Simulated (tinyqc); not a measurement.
Worked calculation: exchange-only LDA atom on a uniform radial grid, spin-unpolarised, for He. Computed by tinyqc, a small Python program that keeps every step. Settings: Z = 2, points = 256, R = 9.1, functional = Slater exchange alone, mixing = 1.0, iteration cap = 84. Command: `OMP_NUM_THREADS=1 python tinyqc.py 24217 24218 out.jsonl` (the two numbers bound the seeds that draw the settings). One thread of a shared host (Intel(R) Xeon(R) Processor @ 2.60GHz), about 0.2 s of CPU time with the checks. Later iterations appear only in the table of the cycle.

## Iteration 1

Spherical atom on a uniform radial grid r_j = j h with h = R/(N + 1), h sum u^2 = 1 and integrals as h times sums, u(0) = u(R) = 0 (atomic units):
```
parameter           value
Z                       2
points N              256
R                9.100000
h                0.035409
mixing           1.000000
electrons in 1s         2
```

Three-point differences turn -u''/2 + [l(l+1)/2r^2 - Z/r + V] u = e u into a tridiagonal matrix (diagonal 1/h^2 + potential, off-diagonal -1/2h^2). D = sum f u^2; the Hartree potential y/r solves y'' = -D/r with y(0) = 0, y(R) = N_e; v_xc comes from rho = D/(4 pi r^2); E = sum f e - int D V + int D (V_H/2 + eps_xc); V(new) = V + mixing (V_H + v_xc - V).

eigenvalues (hartree): 1s -1.997499

Every 16th grid point:
```
r             V in     u(1s)         D       V_H       v_xc
0.566537  0.000000  1.031770  2.129097  2.748815  -0.795854
1.133074  0.000000  0.665174  0.884913  1.702974  -0.374152
1.699611  0.000000  0.321625  0.206885  1.170944  -0.175899
2.266148  0.000000  0.138233  0.038217  0.881987  -0.082695
2.832685  0.000000  0.055698  0.006205  0.705987  -0.038877
3.399222  0.000000  0.021545  0.000928  0.588364  -0.018277
3.965759  0.000000  0.008102  0.000131  0.504317  -0.008593
4.532296  0.000000  0.002985  0.000018  0.441277  -0.004040
5.098833  0.000000  0.001082  2.34e-06  0.392247  -0.001899
5.665370  0.000000  0.000388  3.01e-07  0.353022  -0.000893
6.231907  0.000000  0.000137  3.78e-08  0.320929  -0.000420
6.798444  0.000000  0.000048  4.67e-09  0.294185  -0.000197
7.364981  0.000000  0.000017  5.68e-10  0.271555  -0.000093
7.931518  0.000000  0.000006  6.70e-11  0.252159  -0.000043
8.498054  0.000000  1.81e-06         0  0.235348  -0.000019
9.064591  0.000000  8.70e-08         0  0.220639   0.000000
```

total energy = -2.56750543 hartree

## Iteration 2

As before.

eigenvalues (hartree): 1s -0.319569

Every 16th grid point:
```
r             V in     u(1s)         D       V_H       v_xc
0.566537  1.952961  0.842087  1.418221  2.225307  -0.695050
1.133074  1.328821  0.723043  1.045582  1.543800  -0.395550
1.699611  0.995044  0.513770  0.527918  1.126743  -0.240368
2.266148  0.799292  0.343108  0.235446  0.869686  -0.151598
2.832685  0.667110  0.223141  0.099584  0.702457  -0.098066
3.399222  0.570087  0.143370  0.041110  0.587314  -0.064662
3.965759  0.495724  0.091590  0.016777  0.503994  -0.043279
4.532296  0.437238  0.058343  0.006808  0.441176  -0.029312
5.098833  0.390348  0.037097  0.002752  0.392215  -0.020037
5.665370  0.352129  0.023539  0.001108  0.353012  -0.013792
6.231907  0.320509  0.014878  0.000443  0.320926  -0.009533
6.798444  0.293988  0.009316  0.000174  0.294184  -0.006584
7.364981  0.271463  0.005698  0.000065  0.271555  -0.004497
7.931518  0.252115  0.003267  0.000021  0.252159  -0.002954
8.498054  0.235329  0.001518  4.61e-06  0.235348  -0.001693
9.064591  0.220639  0.000086  1.48e-08  0.220639  -0.000239
```

total energy = -2.68668748 hartree

## Convergence

Stop when input and output potentials agree to 1e-7.

Course of the cycle (hartree):
```
iteration            E      e(1s)  largest |V(out) - V(in)|
1          -2.56750543  -1.997499                  2.44e+00
2          -2.68668748  -0.319569                  7.67e-01
3          -2.71276827  -0.627574                  3.57e-01
4          -2.71797955  -0.470005                  1.62e-01
5          -2.71910995  -0.537968                  7.52e-02
6          -2.71934752  -0.505789                  3.46e-02
7          -2.71939824  -0.520430                  1.60e-02
8          -2.71940900  -0.513641                  7.35e-03
9          -2.71941128  -0.516762                  3.39e-03
10         -2.71941177  -0.515322                  1.56e-03
11         -2.71941187  -0.515985                  7.20e-04
12         -2.71941189  -0.515679                  3.32e-04
13         -2.71941190  -0.515820                  1.53e-04
14         -2.71941190  -0.515755                  7.06e-05
15         -2.71941190  -0.515785                  3.25e-05
16         -2.71941190  -0.515772                  1.50e-05
17         -2.71941190  -0.515778                  6.91e-06
18         -2.71941190  -0.515775                  3.19e-06
19         -2.71941190  -0.515776                  1.47e-06
20         -2.71941190  -0.515776                  6.77e-07
21         -2.71941190  -0.515776                  3.12e-07
22         -2.71941190  -0.515776                  1.44e-07
23         -2.71941190  -0.515776                  6.63e-08
```

Converged in 23 iterations. A uniform grid resolves the cusp poorly: for a bare nucleus this grid gives 1s at -1.99750 against -Z^2/2 = -2 hartree. Before convergence this energy mixes input and output and is not variational, so it may rise towards its limit.
